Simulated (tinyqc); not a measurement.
Deep trap from a strong local potential in a two-band host (Koster-Slater model with semi-elliptic bands): one step, computed by the program tinyqc. Command: `OMP_NUM_THREADS=1 python tinyqc.py 3027775 3027776 out.jsonl deeptrap walk`. One thread of a shared host (Intel(R) Xeon(R) Processor @ 2.30GHz), about 0.02 s of CPU time with the checks.

The valence band spans -2 W_v to 0 and the conduction band E_g to E_g + 2 W_c. The orbital at the impurity site has weight f_v in the valence band and 1 - f_v in the conduction band, each spread as a semi-ellipse (2/(pi W^2)) sqrt(W^2 - x^2) about the band centre. The impurity adds U to this orbital. Spin is left out.

Task: Thresholds and the vacancy level. In the gap G(E) = f_v (2/W_v^2)[x - sqrt(x^2 - W_v^2)] - (1 - f_v)(2/W_c^2)[y - sqrt(y^2 - W_c^2)], x = E + W_v, y = E_g + W_c - E. G falls across the gap from G(0) to G(E_g). A repulsive U binds if U > 1/G(0), an attractive one if U < 1/G(E_g); the vacancy level (U infinite) solves G(E) = 0 (bisection).

Inputs (values chosen for the exercise, with a gap close to that of CdTe):
```
quantity,value,unit
gap E_g,1.56,eV
half-width of the valence band W_v,5,eV
half-width of the conduction band W_c,2.3,eV
valence weight f_v of the site orbital,0.5,-
```

Impurity: attractive, donor-like.

Give: G(0); G(E_g); repulsive threshold; attractive threshold; vacancy level.

Result:

G(0) = 0.0563 1/eV

G(E_g) = -0.342 1/eV

repulsive threshold = 17.8 eV

attractive threshold = -2.92 eV

vacancy level = 0.183 eV
